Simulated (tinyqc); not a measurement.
Carrier lifetime of a p-type layer with SRH, radiative, Auger and surface recombination: one step of the calculation.

Uniform excess density dn = dp (no trapping), n = n0 + dn, p = p0 + dn, Boltzmann statistics, full ionisation. Surfaces enter as a rate 2 S dn/d, which holds while diffusion to them is fast.

Task. Equilibrium densities and SRH constants. ni = sqrt(Nc Nv) exp(-Eg/(2 Vt)), Eg in volts; majority density N/2 + sqrt(N^2/4 + ni^2), n0 p0 = ni^2; n1 = Nc exp(-Et/Vt), p1 = Nv exp((Et - Eg)/Vt); tn0 = 1/(sn vth Nt), tp0 = 1/(sp vth Nt).

Values chosen for this exercise; band and dielectric values close to those of In0.53Ga0.47As: temperature T = 250 K; band gap Eg = 0.737 eV; conduction-band density of states at T Nc = 1.62e17 cm^-3; valence-band density of states at T Nv = 5.93e18 cm^-3; acceptor density N = 3.9e14 cm^-3; trap density Nt = 2.5e10 cm^-3; capture cross-section for electrons sn = 5e-16 cm^2; capture cross-section for holes sp = 3e-17 cm^2; thermal velocity (both carriers) vth = 1.5e7 cm/s; trap level below the conduction band Et = 0.41 eV.

Constants: q = 1.602176634e-19 C, kB = 1.380649e-23 J/K, Vt = kB T/q. Results are converted to the units shown.

Find: ni; n0; p0; n1; p1; tn0; tp0.

Result.

ni = 3.6530e10 cm^-3
n0 = 3.4217e6 cm^-3
p0 = 3.9000e14 cm^-3
n1 = 8.7959e8 cm^-3
p1 = 1.5171e12 cm^-3
tn0 = 0.0053333 s
tp0 = 0.088889 s

tinyqc, about 0.01 s, one thread, Intel Xeon 2.30GHz (shared host): `OMP_NUM_THREADS=1 python tinyqc.py 2300012 2300013 out.jsonl`
